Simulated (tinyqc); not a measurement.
# Resistance of a source-drain extension with a graded tip, step by step

tinyqc, about 0.03 s, one thread, Intel Xeon 2.30GHz (shared host): `OMP_NUM_THREADS=1 python tinyqc.py 2282074 2282075 out.jsonl` Printed values are rounded.

y runs along the channel, the gate covers y > 0. The doping is N0 for y < y0 and N0 10^(-(y - y0)/la) beyond, uniform over the depth xj. Sheet conductance s(y) = q mu(N) max(N - Nch, 0) xj + (for y > 0) ma Cox Vo, with mu(N) = u0 + (u1 - u0)/(1 + (N/Nr)^au) and Cox = eps0 eox/tox. Current is taken as one-dimensional; depletion of the tip, spreading and the contact are left out. The metallurgical junction lies at yj, where N = Nch.

Parameters, values chosen for the exercise; mobility law close to that of electrons in silicon:
```
symbol,value,unit,meaning
eox,3.9,,relative permittivity of the gate insulator (close to silicon dioxide)
tox,1.5,nm,insulator thickness
N0,7.1e19,cm^-3,active doping of the extension far from the gate
la,2.5,nm/decade,lateral abruptness
y0,0.3,nm,position under the gate where the fall begins (gate edge at 0)
xj,28,nm,depth of the extension
Nch,3.9e17,cm^-3,channel doping
Vo,0.61,V,gate overdrive
ma,100,cm^2/(V s),mobility of the gate-induced layer
u1,1414,cm^2/(V s),mobility at low doping
u0,68.5,cm^2/(V s),mobility at high doping
Nr,9.2e16,cm^-3,reference doping
au,0.711,,exponent
Lg,30,nm,gate length
```

Constants: q = 1.602176634e-19 C, eps0 = 8.8541878128e-14 F/cm where lengths are in cm. Results are converted to the units shown.

## Sheet resistances and junction position

yj = y0 + la log10(N0/Nch); sheet resistance of the full extension 1/[q mu(N0)(N0 - Nch) xj] and of the gate-induced layer 1/(ma Cox Vo); metallurgical length Lg - 2 yj; ye is where the doped and the gate-induced conductances are equal.

yj = 5.950484 nm
sheet resistance of the extension = 393.1180 ohm/square
sheet resistance of the induced layer = 7121.116 ohm/square
metallurgical length = 18.09903 nm
ye = 4.238955 nm
N at ye = 1.886584e18 cm^-3

The gate takes over 1.71 nm before the junction, where N is still 4.84 times the channel doping.

## Resistance of the overlapped part

Midpoint rule on 10 equal steps from 0 to yj: R_ov = sum h/s(y), per width.

```
point,y (nm),N (cm^-3),doped conductance (uS),sheet resistance (ohm/square)
0,0.2975242,7.1e19,2543.766,372.5515
1,0.8925727,4.113668e19,1568.910,585.0220
2,1.487621,2.377989e19,985.6118,888.0685
3,2.082670,1.374645e19,633.4183,1292.247
4,2.677718,7.946414e18,416.0434,1797.039
5,3.272766,4.593585e18,277.3268,2393.752
6,3.867815,2.655415e18,184.3116,3079.396
7,4.462863,1.535016e18,117.4907,3877.200
8,5.057912,8.873474e17,65.23323,4862.379
9,5.652960,5.129491e17,20.67079,6207.394
```

R_ov = 15.087 ohm um

The exact integral is 15.146 ohm um; the coarse sum is 0.39 % below it.
